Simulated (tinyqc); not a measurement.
# Transfer length from front and end resistance

Inverse problem. A contact of length d and width W has Rc = (Rsh Lt/W) coth(d/Lt) and Re = (Rsh Lt/W)/sinh(d/Lt), with Rsh the sheet resistance under the metal and Lt = sqrt(rc/Rsh). Find Lt, Rsh and rc.

Values chosen for this exercise: contact length d = 0.15 um; contact width W = 0.39 um.

Rc = 572.13454 ohm
Re = 149.24968 ohm

Answer. Rc/Re = cosh(d/Lt) gives Lt, and Re then gives Rsh.

Lt = 0.0743 um
Rsh = 2.90e3 ohm/sq
rc = 1.60e-7 ohm cm^2

Computed by the program tinyqc: `OMP_NUM_THREADS=1 python tinyqc.py 2760057 2760058 out.jsonl`, one thread of a shared Intel Xeon 2.30GHz, about 0.01 s for the whole run.
